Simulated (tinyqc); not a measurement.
Interlayer thickness: switching kinetics of a ferroelectric film and the memory window of a ferroelectric gate stack. Computed by tinyqc, a small Python program. Command: `OMP_NUM_THREADS=1 python tinyqc.py 3029513 3029514 out.jsonl feswitch walk`. One thread of a shared host (Intel(R) Xeon(R) Processor @ 2.30GHz), about 0.02 s of CPU time with the checks.

Fields in MV/cm; 1 microcoulomb/cm^2 over eps_0 is 11.29409 MV/cm. In the stack (metal, ferroelectric, interlayer, channel) the channel is taken as a conductor.

Inputs (values chosen for the exercise, for a model film):
```
quantity                                 value               unit
saturation polarisation P_s                 25  microcoulomb/cm^2
ratio P_r/P_s                             0.93                  -
coercive field E_c                         1.1              MV/cm
permittivity of the ferroelectric eps_F     30                  -
thickness t_F                               18                 nm
permittivity of the interlayer eps_I       7.5                  -
share s of P screened by trapped charge   0.77                  -
pulse height V                             5.3                  V
breakdown field of the interlayer           14              MV/cm
```

Method. Series stack: V = E_F t_F + E_I t_I and eps_I E_I = eps_F E_F + (1 - s) P/eps_0. E_I is for P = +P_s at the pulse height, the depolarising field for P = +P_r at V = 0; V needed puts E_F = 1.5 E_c after switching.

Stack against t_I:
```
t_I (nm)  E_F after (MV/cm)  E_I (MV/cm)  depolarising field / E_c  V needed (V)
0.3                  2.6251       19.159                   0.11438        3.4278
0.5                  2.4335       18.393                   0.18302        3.7329
0.8                  2.1733       17.352                   0.27625        4.1907
1.2                  1.8688       16.134                   0.38530        4.8011
1.6                  1.6043       15.076                   0.48004        5.4114
2.0                  1.3724       14.148                   0.56312        6.0218
3.0                  0.9008       12.262                   0.73206        7.5476
```

What follows from these numbers?

Each nanometre of interlayer costs 1.53 V, against 0.17 V for a nanometre of ferroelectric. The depolarising field grows from 0.11 to 0.73 E_c. At E_F = 1.5 E_c the interlayer carries (1.5 eps_F E_c + (1 - s) P_s/eps_0)/eps_I = 15.3 MV/cm whatever its thickness, above its breakdown field of 14 MV/cm, so the voltages in the last column could not be applied without breakdown. Caution: rows with E_I above the breakdown field of the interlayer cannot be reached without charge injection. Caution: where E_F after switching is below E_c the switching stalls before P_s, and where the depolarising field exceeds E_c the state switches back, so those rows describe states that are not held.
